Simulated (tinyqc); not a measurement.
Off-state leakage of single and stacked transistors: one step of the calculation.

n-channel devices of unit width. Subthreshold current I(Vg, Vs, Vd) = I0 (T/300 K)^0.5 exp[(Vg - Vs - VT(T) - gb (Vs - Vb) + dd (Vd - Vs))/(nf Vt)] (1 - exp(-(Vd - Vs)/Vt)), VT(T) = VT - cT (T - 300 K). Gate-edge tunnelling Ig (Vd/1 V) exp(ag (Vd - 1 V)), for a gate at 0 V, and band-to-band leakage Ab u exp(-Bb/u), u = Vd - Vb + 1 V, flow at a drain held at V; both are taken as independent of T. In a stack of off transistors (all gates at 0 V) the same subthreshold current passes through each.

Task. New Vx. Stack of two, Vx the node between them: I_low = I(0, 0, Vx), I_up = I(0, Vx, V), f = ln(I_up/I_low), f' = -(1 + gb + 2 dd)/(nf Vt) - 1/(Vt (exp(Vx/Vt) - 1)) - 1/(Vt (exp((V - Vx)/Vt) - 1)), Vx(new) = Vx - f/f'.

Values chosen for this exercise; values of the order met in bulk silicon logic transistors:
```
symbol  value   unit                                             meaning
T         358      K                                         temperature
V         1.1      V                                      supply voltage
VT       0.34      V        threshold at 300 K, zero drain and body bias
cT        0.7   mV/K              fall of the threshold with temperature
I0       0.65  uA/um                       current at threshold at 300 K
nf       1.28                                               slope factor
dd       0.06                            drain-induced lowering per volt
gb       0.18         rise of the threshold per volt of source-body bias
Vb          0      V                                        body voltage
```

Constants: q = 1.602176634e-19 C, kB = 1.380649e-23 J/K, Vt = kB T/q. Results are converted to the units shown.

Vx after iteration 1 = 0.056047470 V

Find: I_low; I_up; f; f'; Vx after iteration 2.

Result.

I_low = 0.3299 nA/um
I_up = 0.3311 nA/um
f = 0.003627
f' = -39.21 1/V
Vx after iteration 2 = 0.05614 V

tinyqc, about 0.03 s, one thread, Intel Xeon 2.30GHz (shared host): `OMP_NUM_THREADS=1 python tinyqc.py 2242079 2242080 out.jsonl`
